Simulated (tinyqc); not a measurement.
## Scale length and barrier from the threshold roll-off

Inverse problem. For L well above Lambda the threshold falls by 2 m sqrt(A (A + Vds)) exp(-pi L/(2 Lambda)), A being the height of the source potential over the barrier top; the two values follow this form. Find Lambda and A.

Values chosen for this exercise:
- m = 1 (long-channel body factor)
- Vds = 1 V (drain voltage)

threshold lowering at L = 34 and 55 nm (mV): 72.675428  10.606913

Solution. The ratio of the two values gives Lambda; the prefactor gives A (A + Vds), a quadratic with one positive root.

Lambda = 17.1 nm
A = 0.460 V

Program tinyqc, `OMP_NUM_THREADS=1 python tinyqc.py 2420140 2420141 out.jsonl`; Intel Xeon 2.30GHz, shared host, one thread, about 0.01 s.
